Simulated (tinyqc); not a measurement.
Worked calculation: Hubbard ring of 3 sites. One step of it, computed by the program tinyqc.

Problem. The many-body Hamiltonian. Basis: all placements (u, d, 2, 0 on each site), up operators ordered before down ones; hops carry the sign of the same-spin electrons passed.

one-body matrix (hopping and site energies) (eV):
```
           1          2          3
1   0.220000  -0.800000  -0.800000
2  -0.800000   0.030000  -0.800000
3  -0.800000  -0.800000   0.200000
```

U = 6.900000 eV

electrons, up and down: 2  1

Give: H.

Solution.

H (eV):
```
         2u0      u20      uud      20u      udu      u02      duu      02u
2u0   7.3700  -0.8000  -0.8000  -0.8000   0.0000   0.0000   0.8000   0.0000
u20  -0.8000   7.1800  -0.8000   0.0000  -0.8000   0.0000   0.0000   0.8000
uud  -0.8000  -0.8000   0.4500   0.0000   0.0000  -0.8000   0.0000   0.0000
20u  -0.8000   0.0000   0.0000   7.5400  -0.8000  -0.8000  -0.8000   0.0000
udu   0.0000  -0.8000   0.0000  -0.8000   0.4500  -0.8000   0.0000  -0.8000
u02   0.0000   0.0000  -0.8000  -0.8000  -0.8000   7.5200   0.0000   0.0000
duu   0.8000   0.0000   0.0000  -0.8000   0.0000   0.0000   0.4500  -0.8000
02u   0.0000   0.8000   0.0000   0.0000  -0.8000   0.0000  -0.8000   7.1600
0u2   0.0000   0.0000   0.8000   0.0000   0.0000  -0.8000  -0.8000  -0.8000

         0u2
2u0   0.0000
u20   0.0000
uud   0.8000
20u   0.0000
udu   0.0000
u02  -0.8000
duu  -0.8000
02u  -0.8000
0u2   7.3300
```
